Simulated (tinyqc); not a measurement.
Estimate of lattice thermal conductivity from elastic moduli (Slack, Klemens and Cahill formulas): one step, computed by the program tinyqc.

An isotropic solid.

Task: Point defects and grains. High-temperature forms with the classical heat capacity. Klemens: kappa/kappa_0 = arctan(u)/u, u^2 = pi^2 Theta V Gamma kappa_0/(h v_m^2). Grains: 1/kappa_poly = 1/kappa + 1/(C v_m d/3), C = 3 k_B/(n V), the acoustic branches alone.

Inputs (values chosen for the exercise, for a model crystal):

| quantity | value | unit |
|---|---|---|
| volume per atom V | 7.12 | angstrom^3 |
| atoms per primitive cell n | 1 | - |
| temperature T | 300 | K |
| disorder parameter Gamma | 0.006 | - |
| grain size d | 2200 | nm |

Grueneisen parameter: from the Poisson ratio.

kappa of the perfect crystal = 26.99845 W/(m K)

Debye temperature Theta = 422.3170 K

v_m = 2728.907 m/s

Constants: h = 6.62607015e-34 J s; k_B = 1.380649e-23 J/K.

Give: disorder scale u; kappa with point defects; grain-boundary limit; kappa of the polycrystal.

Result:

disorder scale u = 0.98705

kappa with point defects = 21.305 W/(m K)

grain-boundary limit = 11642 W/(m K)

kappa of the polycrystal = 21.266 W/(m K)

Point defects remove 21 % of kappa. Grains remove a further 0 %. Caution: T lies below Theta_a, where umklapp processes begin to freeze out and the Slack formula can fall short.
